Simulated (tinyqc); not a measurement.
Channel direction: nanosheet or nanowire with hard walls, valleys of the Ge type.

Four ellipsoidal valleys along <111>: inverse mass tensor w = 1/mt + (1/ml - 1/mt) a a^T with a the unit axis. Device axes: x along the channel, z = [001], y = z x x. The Gamma and Delta valleys are left out; the heavy Delta valleys, about 0.18 eV up, lie lowest once the L levels pass about 0.2 eV.

Hard walls around a W x H rectangle. The block w_c of w in (y, z) confines; the transport mass follows from 1/m_x = w_xx - w_xc w_c^-1 w_cx. The cross-section problem c (w_yy ky^2 + 2 w_yz ky kz + w_zz kz^2), c = hbar^2/2m0, is solved in products sin(n pi y/W) sin(l pi z/H), n, l = 1 to 12; if w_yz = 0 the levels are c pi^2 (w_yy n^2/W^2 + w_zz l^2/H^2). The w_yz term couples (n, l) to (n', l') by -2 c w_yz D_nn'(W) D_ll'(H) with D_nm(L) = 4 n m/(L (n^2 - m^2)) for n + m odd and 0 otherwise.

Without degeneracy the line density is N1 exp((EF - Ec)/kB T) with N1 = sum 2 g sqrt(m_x kB T/(4 pi c)) exp(-E/kB T), here over n, l up to 80 where w_yz = 0 and over all levels of a 12 x 12 sine basis otherwise; the classical value is W H Nc with Nc = 2 g_all (m_dos kB T/(4 pi c))^(3/2), m_dos = (ml mt^2)^(1/3); dVt = kB T ln(W H Nc/N1).

Constants: hbar^2/2m0 = 3.80998211 eV angstrom^2; kB = 8.617333262e-05 eV/K.

Parameters, chosen for this exercise (near those of Ge; not measured data):

| symbol | value | unit | meaning |
|---|---|---|---|
| ml | 1.59 | m0 | longitudinal mass |
| mt | 0.081 | m0 | transverse mass |
| T | 300 | K | temperature |
| g_all | 4 |  | number of valleys |
| W | 115 | angstrom | width, along y |
| H | 64 | angstrom | height, along z = [001] |

The same rectangle along [100] and [110]; groups ordered by w_zz, then w_yy.

Lowest level of each group:

| channel, group | valleys g | w_yy | w_zz | \|w_yz\| | m_x (m0) | E (eV) |
|---|---|---|---|---|---|---|
| [100] A | 4 | 8.440 | 8.440 | 3.906 | 0.584 | 0.0981 |
| [110] A | 2 | 4.535 | 8.440 | 5.523 | 0.081 | 0.0813 |
| [110] B | 2 | 12.346 | 8.440 | 0.000 | 1.087 | 0.1126 |

What does the comparison show?

The lowest subband has m_x = 0.584 m0 and 4 valleys along [100], and 0.081 m0 and 2 valleys along [110]; its edge lies at 0.0981 and 0.0813 eV. At equal energy above the edge the carriers of the [110] channel are faster by a factor 2.69.

(tinyqc, `OMP_NUM_THREADS=1 python tinyqc.py 1252575 1252576 out.jsonl`, Intel(R) Xeon(R) Processor @ 2.30GHz, 1 thread, shared host, about 0.2 s.)
